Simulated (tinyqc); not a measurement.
Raman shift of the zone-centre optical phonon of a diamond-structure crystal under stress: one step, computed by the program tinyqc.

Axes x, y, z are the cube axes. Strain shifts the threefold optical mode and can split it; p, q and r are the phonon deformation potentials.

Problem. Secular matrix and shifts. Secular matrix: M_xx = p eps_xx + q (eps_yy + eps_zz), M_xy = 2 r eps_xy; its eigenvalues are omega^2 - omega_0^2, and the shifts are these over 2 omega_0.

Inputs (values chosen for the exercise, modelled on silicon):
```
quantity                       value  unit
unstrained frequency omega_0   521.3  1/cm
p/omega_0^2                    -1.86     -
q/omega_0^2                    -2.21     -
r/omega_0^2                   -0.722     -
```

Stress state: uniaxial. Axis: [110].

strain (per mille):
```
           x          y         z
x  -3.285381  -3.813398  0.000000
y  -3.813398  -3.285381  0.000000
z   0.000000   0.000000  2.491627
```

Give: M/(2 omega_0); shifts, in rising order.

Solution.

M/(2 omega_0) (1/cm):
```
       x      y      z
x  2.050  1.435  0.000
y  1.435  2.050  0.000
z  0.000  0.000  2.577
```

shifts, in rising order (1/cm): 0.615  2.577  3.485
